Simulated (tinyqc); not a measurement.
# Thermionic emission over a Gaussian spread of barriers: effect of the spread

Metal on an n-type semiconductor with one parabolic valley; V > 0 is forward bias (metal positive). Patches of barrier height b are spread as a Gaussian with mean phi - r2 V and variance sg^2 + r3 V; each carries A* T^2 exp(-b/Vt) [exp(V/Vt) - 1].

A* = 4 pi q me m0 kB^2/h^3 (times 1e-4 for A/(cm^2 K^2)). At zero bias the mean of exp(-b/Vt) gives phi_ap(0) = phi - sg^2/(2 Vt), J0 = A* T^2 exp(-phi_ap(0)/Vt), and the current is centred on b = phi - sg^2/Vt.

Values chosen for this exercise; band and dielectric values close to those of silicon:
- T = 250 K (temperature)
- me = 0.255 m0 (electron mass)
- phi = 0.69 eV (barrier height seen from the metal)

Constants: q = 1.602176634e-19 C, kB = 1.380649e-23 J/K, h = 6.62607015e-34 J s, m0 = 9.1093837015e-31 kg, Vt = kB T/q. Results are converted to the units shown.

Result of one run:
```
sg (eV)	phi_ap(0) (eV)	J0 (A/cm^2)	barrier that carries most current (eV)
0.046	0.64089	2.3039e-7	0.59178
```

What becomes of these results when the standard deviation of the barrier heights sg is changed from 0.046 to 0.084 eV, all else the same?

Result of the changed run:
```
sg (eV)	phi_ap(0) (eV)	J0 (A/cm^2)	barrier that carries most current (eV)
0.084	0.52624	4.7180e-5	0.36247
```

The whole series:
```
sg (eV)	phi_ap(0) (eV)	J0 (A/cm^2)	barrier that carries most current (eV)
0.02	0.68072	3.6274e-8	0.67143
0.033	0.66473	7.6200e-8	0.63945
0.046	0.64089	2.3039e-7	0.59178
0.058	0.61192	8.8383e-7	0.53385
0.071	0.57300	5.3826e-6	0.45601
0.084	0.52624	4.7180e-5	0.36247
0.097	0.47163	5.9520e-4	0.25325
```

The apparent barrier falls from 0.681 to 0.472 eV, by sg^2/(2 Vt), and J0 grows by a factor of 16400 over the table. The lowering equals Vt at sg = sqrt(2) Vt = 0.0305 eV. In 3 of the 7 rows sg exceeds 3 Vt, so the current comes from more than three deviations below the mean, a tiny share of the area that a Gaussian of independent patches describes poorly.

Range of the model: One isotropic valley is assumed; bands with several valleys have a larger Richardson constant and Nc.

tinyqc, about 0.01 s, one thread, Intel Xeon 2.30GHz (shared host): `OMP_NUM_THREADS=1 python tinyqc.py 2640056 2640057 out.jsonl`
